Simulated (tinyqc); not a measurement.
# Thermal resistances of a two-die stack

Question. Heat leaves through the lower die only, and the system is linear. Find the resistance R1 from the lower die to the coolant, R2 between the dies, and the rise of the upper die when both are powered.

Values chosen for this exercise:
```
symbol,value,unit,meaning
P1,14,W,power of the lower die
P2,6.7,W,power of the upper die
```

rises of the lower and upper die with only the lower one powered (K): 3.64  3.64
rises of the lower and upper die with only the upper one powered (K): 1.742  2.948

Solution. With only the lower die powered no heat crosses R2, so both dies rise by P1 R1; the difference in the second test is P2 R2; rises add.

R1 = 0.260 K/W
R2 = 0.180 K/W
rise of the upper die = 6.59 K

Program tinyqc, `OMP_NUM_THREADS=1 python tinyqc.py 2162096 2162097 out.jsonl`; Intel Xeon 2.30GHz, shared host, one thread, about 0.03 s.
